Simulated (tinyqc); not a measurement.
Square on-chip spiral inductor, lumped pi model: one step of the calculation.

Outer diameter do = di + 2 n wd + 2 (n - 1) sp, mean da = (do + di)/2, fill p = (do - di)/(do + di), length l = 4 n da. L = 2.34 mu0 n^2 da/(1 + 2.75 p), mu0 = 4 pi 1e-7 H/m. Rs = rho l/(wd delta (1 - exp(-th/delta))), delta = sqrt(rho/(pi f mu0)). Cs = n wd^2 eps0 eo/hu across the coil. At each end Cox = l wd eps0 eo/(2 ho) leads to the substrate branch Rsi = 2 rs he/(l wd) in parallel with Csi = l wd eps0 11.7/(2 he). With one end grounded Y = 1/(Rs + i w L) + i w Cs + 1/[1/(i w Cox) + 1/(1/Rsi + i w Csi)], w = 2 pi f; Q = -Im Y/Re Y. Eddy currents in neighbouring turns and in the substrate are left out.

Problem. Geometry and model elements. do, l, L, delta, Rs, Cs, Cox, Rsi and Csi as defined.

Values chosen for this exercise; values of the order met in silicon radio-frequency processes:
```
symbol,value,unit,meaning
n,2.5,,number of turns
wd,8,um,line width
sp,3,um,space between turns
di,140,um,inner diameter
th,4,um,metal thickness
rho,1.9,uohm cm,metal resistivity
ho,3.5,um,oxide below the coil
hu,0.8,um,oxide between coil and underpass
eo,4.1,,relative permittivity of the oxide
rs,20,ohm cm,substrate resistivity
he,30,um,effective spreading depth in the substrate
f,0.98,GHz,frequency
```

Constants: eps0 = 8.8541878128e-12 F/m. Results are converted to the units shown.

Wanted: do; l; L; delta; Rs; Cs; Cox; Rsi; Csi.

Solution.

do = 189.0 um
l = 1645 um
L = 2.145 nH
delta = 2.216 um
Rs = 2.110 ohm
Cs = 7.260 fF
Cox = 68.25 fF
Rsi = 911.9 ohm
Csi = 22.72 fF

Numbers from tinyqc (`OMP_NUM_THREADS=1 python tinyqc.py 2302051 2302052 out.jsonl`; about 0.01 s on one thread of a shared Intel Xeon 2.30GHz).
